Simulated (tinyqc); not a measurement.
Charge state against the Fermi level: deep level with several charge states.

Energies from Ev. The defect has charge states +1, 0, -1 with weights 1, gm exp((EF - E1)/kT), exp((2 EF - E1 - E2)/kT); the shares are the weights over their sum. Boltzmann carriers: n = Nc exp((EF - Eg)/kT), p = Nv exp(-EF/kT). Neutrality: p - n + Nd + Nt <q> = 0.

Constants: kB = 8.617333262e-05 eV/K.

Values chosen for the exercise (gap and densities of states near those of SiC at this temperature; the results hold for these values, not for the real material):
- E1 = 0.664 eV (level (+1/0) above Ev)
- E2 = 2.344 eV (level (0/-1) above Ev)
- gm = 1 (degeneracy of the middle state, the others 1)
- T = 250 K

Shares:

| EF (eV) | +1 | 0 | -1 | <q> |
|---|---|---|---|---|
| 0.196 | 1.000 | 0.000 | 0.000 | 1.000 |
| 0.457 | 1.000 | 0.000 | 0.000 | 1.000 |
| 0.718 | 0.075 | 0.925 | 0.000 | 0.075 |
| 0.979 | 0.000 | 1.000 | 0.000 | 0.000 |
| 1.240 | 0.000 | 1.000 | 0.000 | 0.000 |
| 1.501 | 0.000 | 1.000 | 0.000 | 0.000 |
| 2.023 | 0.000 | 1.000 | 0.000 | 0.000 |
| 2.284 | 0.000 | 0.942 | 0.058 | -0.058 |
| 2.545 | 0.000 | 0.000 | 1.000 | -1.000 |
| 2.806 | 0.000 | 0.000 | 1.000 | -1.000 |
| 3.067 | 0.000 | 0.000 | 1.000 | -1.000 |

Give the missing row, EF (eV) = 1.762.

Computed row:
```
EF (eV)     +1      0     -1    <q>
1.762    0.000  1.000  0.000  0.000
```

Where the levels are several kT apart the middle state rules between about E1 - kT ln gm = 0.664 and E2 + kT ln gm = 2.344 eV; its largest share listed is 1.000. Each step spreads from 10 % to 90 % over 4.4 kT = 0.095 eV.

Run: tinyqc, `OMP_NUM_THREADS=1 python tinyqc.py 1652290 1652291 out.jsonl`; Intel(R) Xeon(R) Processor @ 2.30GHz, one thread, shared host; about 0.01 s of CPU time with all checks.
